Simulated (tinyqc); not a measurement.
Admittance spectroscopy of a deep trap: effect of the trap density.

Schottky contact on an n-type layer with shallow donors Nd (all ionised) and a donor-like deep trap, neutral when filled and positive when empty; depletion approximation. Traps within lam of the depletion edge stay filled. The traps at xt = W - lam, where the level crosses the Fermi level, follow a slow signal and not a fast one. w = 2 pi f.

Emission rate en = sn vth(T) Nc(T) exp(-Et/kB T) = sn g T^2 exp(-Et/kB T), g = vth Nc/(300 K)^2, as vth goes as T^0.5 and Nc as T^1.5 (degeneracy factor 1). lam = sqrt(2 eps0 eps_r (EF - ET)/(q Nd)), EF - ET = Et - (kB T/q) ln(Nc(T)/Nd), Nc(T) = Nc (T/300 K)^1.5. In the steady state at the band bending V, 2 eps0 eps_r V/q = Nd W^2 + Nt (W - lam)^2 (the second term only if W > lam). V = Vbi + Vr. C_HF = eps0 eps_r/W, C_LF = eps0 eps_r (Nd + Nt)/(Nd W + Nt xt). Inflection frequency w0 = 2 en [1 + Nt xt/(Nd W)]; C = C_HF + (C_LF - C_HF)/(1 + (w/w0)^2), G/w = (C_LF - C_HF)(w/w0)/(1 + (w/w0)^2).

Values chosen for this exercise; material values close to those of silicon:
```
symbol,value,unit,meaning
eps_r,11.7,,relative permittivity
Nc,2.76e19,cm^-3,conduction-band density of states at 300 K
vth,2.4e7,cm/s,thermal velocity at 300 K
Nd,9.1e16,cm^-3,shallow donor density
Vbi,0.82,V,built-in voltage
Et,0.14,eV,depth of the trap below the conduction edge
sn,1e-16,cm^2,capture cross-section
Vr,0,V,reverse bias
T,102,K,temperature
```

Constants: q = 1.602176634e-19 C, kB = 1.380649e-23 J/K, eps0 = 8.8541878128e-14 F/cm where lengths are in cm. Results are converted to the units shown.

Results:

| Nt (cm^-3) | W (nm) | step (% of C_HF) | w0/(2 en) |
|---|---|---|---|
| 1.8e15 | 107.5 | 0.6984 | 1.013 |
| 3.6e15 | 107.1 | 1.385 | 1.025 |
| 7.3e15 | 106.2 | 2.762 | 1.051 |
| 1.5e16 | 104.6 | 5.488 | 1.104 |
| 3e16 | 101.7 | 10.35 | 1.205 |
| 1.3e17 | 89.25 | 33.94 | 1.813 |
| 2.6e17 | 80.79 | 54.43 | 2.498 |

Estimate the missing row, Nt = 6.1e16 cm^-3.

Computed row:

| Nt (cm^-3) | W (nm) | step (% of C_HF) | w0/(2 en) |
|---|---|---|---|
| 6.1e16 | 96.80 | 18.96 | 1.404 |

With this row back in the table: The step rises from 0.698 to 54.4 %, as Nt^(0.99) between the first two rows and Nt^(0.68) between the last two, and w0/(2 en) rises from 1.01 to 2.50: for Nt near Nd the rule w0 = 2 en overstates the cross-section by that factor. In every row T is below 110 K, where shallow donors begin to freeze out; the model keeps them ionised.

tinyqc, about 0.01 s, one thread, Intel Xeon 2.30GHz (shared host): `OMP_NUM_THREADS=1 python tinyqc.py 2050111 2050112 out.jsonl`
